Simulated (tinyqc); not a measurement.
Gupta-type many-body potential for a metal: one step, computed by the program tinyqc. Command: `OMP_NUM_THREADS=1 python tinyqc.py 3001562 3001563 out.jsonl gupta walk`. One thread of a shared host (Intel(R) Xeon(R) Processor @ 2.30GHz), about 0.01 s of CPU time with the checks.

E_i = sum_j A exp(-p (r_ij/r0 - 1)) - xi rho_i^gamma, with rho_i = sum_j exp(-2 q (r_ij/r0 - 1)); gamma = 1/2 is the tight-binding second-moment form. The crystal is fcc unless stated; d is the neighbour distance and a fixed number of shells is kept.

Question. Shell terms at equilibrium. fcc shells: d sqrt(k), k = 1..5, with 12, 6, 24, 12, 24 atoms; Omega = d^3/sqrt2. Repulsion and density of one neighbour in each shell, and their sums.

Inputs (values chosen for the exercise, modelled on platinum): repulsion A = 0.284 eV; decay p = 10.8; decay q = 3.9; reference distance r0 = 2.775 angstrom; shells kept = 1.

neighbour distance d = 2.784618 angstrom

Give: Shells; repulsive energy; density rho.

Answer.

Shells:
```
shell  count  r (angstrom)  repulsion (eV)  density
1         12        2.7846         0.27357  0.97333
```

repulsive energy = 3.2828 eV

density rho = 11.680
